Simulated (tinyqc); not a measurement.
Worked calculation: two-band model of a narrow-gap semiconductor with electrons and holes. Computed by tinyqc, a small Python program that keeps every step. Command: `OMP_NUM_THREADS=1 python tinyqc.py 3019244 3019245 out.jsonl bipolar walk`. One thread of a shared host (Intel(R) Xeon(R) Processor @ 2.30GHz), about 0.06 s of CPU time with the checks. Intermediate numbers are printed to about 6 digits and carried at full precision; extremes and crossings named in words are read from the listed rows.

Two parabolic bands with acoustic scattering (r = -1/2, a = 0), a gap that does not change with T, and fully ionised dopants. Melting is ignored, so values above the melting point are formal, and kappa_L does not change with T. eta_n = (E_F - E_c)/(k_B T), eta_p = -eta_n - E_g/(k_B T).

Inputs (values chosen for the exercise, for a model material): electron mass m_n = 0.054 m_0; hole mass m_p = 0.18 m_0; electron mobility parameter mu_300,n = 530 cm^2/(V s); hole mobility parameter mu_300,p = 81 cm^2/(V s); temperature exponent p = 1.5; band gap E_g = 0.21 eV; net doping N = 5.2e+15 1/cm^3; lattice thermal conductivity kappa_L = 0.83 W/(m K); temperature T = 640 K.

Doping: n-type.

Constants: k_B = 8.617333262e-05 eV/K; m_0 = 9.1093837015e-31 kg; k_B = 1.380649e-23 J/K; hbar = 1.054571817e-34 J s; e = 1.602176634e-19 C.

## Fermi level

With x = E/(k_B T), a = alpha k_B T (0 for a parabolic band), G = x (1 + a x), D = 1 + 2 a x and <y> = int y f (1 - f) dx, f = 1/(1 + exp(x - eta)): tau = tau_0 G^r/D; transport function s = G^(3/2 + r)/D^2; n = N_0 <G^(3/2)> with N_0 = (2 m k_B T)^(3/2)/(3 pi^2 hbar^3). Integrals over x = E/(k_B T) use 160 Gauss-Legendre points in u = sqrt(x) from 0 to sqrt(max(eta, 0) + 32). Neutrality: n - p = N, with n = N_0(m_n) <x^(3/2)> at eta_n and p = N_0(m_p) <x^(3/2)> at eta_p.

eta_n = -0.942290

eta_p = -2.86544

## Each band alone

sigma = e mu_0 N_0 <s> with mu_0 = e tau_0/m = mu_300 (T/300 K)^(-p); |S| = (k_B/e)(<x s>/<s> - eta); Lorenz number L = (k_B/e)^2 (<x^2 s>/<s> - (<x s>/<s>)^2); kappa_e = L sigma T; zT = S^2 sigma T/(kappa_L + kappa_e). Hall factor r_H = <x^(3/2)> <x^(1/2)>/<s>^2.

Partial coefficients:
```
band       sigma (S/cm)  |S| (microvolt/K)  L (1e-8 V^2/K^2)  density (1/cm^3)  Hall factor
electrons       6.61999            268.245           1.54617       3.38668e+17      1.15607
holes           1.03636            421.673           1.49545       3.33468e+17      1.17418
```

The minority carriers have the larger |S|, since the Fermi level lies farther from their band; they carry 14 % of the conductivity.

## Both bands together

Both bands together (these totals replace the one-band zT): sigma = sigma_n + sigma_p; S = (sigma_p |S_p| - sigma_n |S_n|)/sigma; kappa_bip = (sigma_n sigma_p/sigma)(|S_n| + |S_p|)^2 T; kappa_e = (L_n sigma_n + L_p sigma_p) T; zT = S^2 sigma T/(kappa_L + kappa_e + kappa_bip); weak-field R_H = (r_p sigma_p^2/p - r_n sigma_n^2/n)/(e sigma^2), where the Hall factors r_n and r_p are <x^(3/2)> <x^(1/2)>/<s>^2.

conductivity sigma = 7.65635 S/cm

Seebeck coefficient S = -174.858 microvolt/K

bipolar thermal conductivity = 0.0272973 W/(m K)

kappa_e = 0.00754271 W/(m K)

zT = 0.0173236

Hall coefficient R_H = -15.5257 cm^3/C

The minority band lowers |S| from 268 to 175 microvolt/K, and bipolar flow adds 3.2 % of the thermal conductivity.

## The maximum of |S| and the Goldsmid-Sharp gap

T_max maximises |S| of the majority sign between 150 and 1200 K; the Goldsmid-Sharp estimate is E_g = 2 e |S_max| T_max.

T_max = 199.894 K

|S_max| = 464.520 microvolt/K

Goldsmid-Sharp gap = 0.185710 eV

estimate over true gap = 0.884332

The estimate is 0.88 times the true gap. The weighted-mobility ratio of majority to minority carriers, mu m^(3/2), is 1.08.

## Against temperature

The formulas are those given above.

The same sample:
```
T (K)   n (1/cm^3)   p (1/cm^3)  sigma (S/cm)  S (microvolt/K)  kappa_bip (W/(m K))         zT  R_H (cm^3/C)
150    5.20125e+15  1.25484e+12        0.9334         -436.871          1.58564e-06  0.0032187  -1.40966e+03
200    5.36824e+15  1.68244e+14        0.6301         -464.520          1.17050e-04  0.0032751  -1.35310e+03
250    7.78815e+15  2.58815e+15        0.6841         -410.422          1.11130e-03  0.0034651  -8.46348e+02
300    1.60974e+16  1.08974e+16        1.1270         -330.464          3.16683e-03  0.0044288  -3.67538e+02
350    3.23414e+16  2.71414e+16        1.8302         -280.600          5.85403e-03  0.0060270  -1.73775e+02
400    5.81512e+16  5.29512e+16        2.7064         -248.250          8.99930e-03  0.0079366  -9.42900e+01
500    1.42606e+17  1.37406e+17        4.7302         -207.579          1.61936e-02  0.0119924  -3.75414e+01
600    2.73408e+17  2.68208e+17        6.8362         -182.446          2.40558e-02  0.0158695  -1.93155e+01
750    5.54798e+17  5.49598e+17        9.7825         -158.603          3.63499e-02  0.0210261  -9.38179e+00
900    9.30667e+17  9.25467e+17       12.3225         -143.443          4.88198e-02  0.0254609  -5.53216e+00
1050   1.39143e+18  1.38623e+18       14.4604         -133.012          6.12934e-02  0.0293464  -3.66861e+00
1200   1.92860e+18  1.92340e+18       16.2549         -125.426          7.37208e-02  0.0328232  -2.62856e+00
```

Among the rows where S keeps the majority sign, zT is largest at 1200 K (the edge of those rows) and |S| at 200 K. Among these rows sigma is least at 200 K; at higher T thermal pairs outweigh the falling mobility. kappa_bip reaches 0.0737 W/(m K) at the last row, 0.0888 times kappa_L.

Checks made by the program: neutrality (relative difference below 1e-10).
